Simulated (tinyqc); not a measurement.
Inside a calculation. Method: UHF in the sto-3g basis, for BeH2, spin multiplicity 1. This run ends on a higher stationary point, not on the lowest solution. Computed by tinyqc, a small Python program that keeps every step (integrals from PySCF). Settings: charge = 0, multiplicity = 1, basis = sto-3g, energy threshold = 1e-10, iteration cap = 90, orthogonalisation = canonical, start = core, DIIS depth = 6, method = UHF, break = 0.7. Command: `OMP_NUM_THREADS=1 python tinyqc.py 21994 21995 out.jsonl` (the two numbers bound the seeds that draw the settings). One thread of a shared host (Intel(R) Xeon(R) Processor @ 2.60GHz), about 0.2 s of CPU time with the checks.

Geometry (angstrom):
```
atom         x          y         z
Be    0.000000   0.000000  0.000000
H     0.000000   1.900000  0.000000
H     0.000000  -1.900000  0.000000
```

Stop when the energy changes by less than 1e-10 hartree and every element of the error matrix X^T (F D S - S D F) X (for each spin) is below 3e-06.

Course of the cycle:
```
iteration   E (hartree)     change  largest element of the error matrix
1          -14.45406047          -                             1.76e-01
2          -15.32813796  -8.74e-01                             9.34e-02
3          -15.37786095  -4.97e-02                             3.76e-02
4          -15.39275687  -1.49e-02                             1.82e-02
5          -15.39445396  -1.70e-03                             2.67e-03
6          -15.39453030  -7.63e-05                             1.52e-03
7          -15.39453805  -7.75e-06                             1.09e-04
8          -15.39453811  -6.29e-08                             2.58e-05
9          -15.39453811  -3.35e-09                             5.61e-07
10         -15.39453811  -1.31e-12                             1.43e-10
```

Can the last value be used, and what does the course show?

No, though the log alone does not show it. Converged in 10 iterations. But the solution lies 0.00090 hartree above the reference: it is another stationary point, not the lowest one. Reruns (cap 100 unless said): DIIS 8: converged in 11 to a higher stationary point; damping 0.5: converged in 48 to a higher stationary point; level shift 0.5: converged in 48 to a higher stationary point; atomic densities as start, DIIS 8: converged in 7 to a higher stationary point. PySCF UHF in the same basis, after a stability check = -15.39543661 hartree.
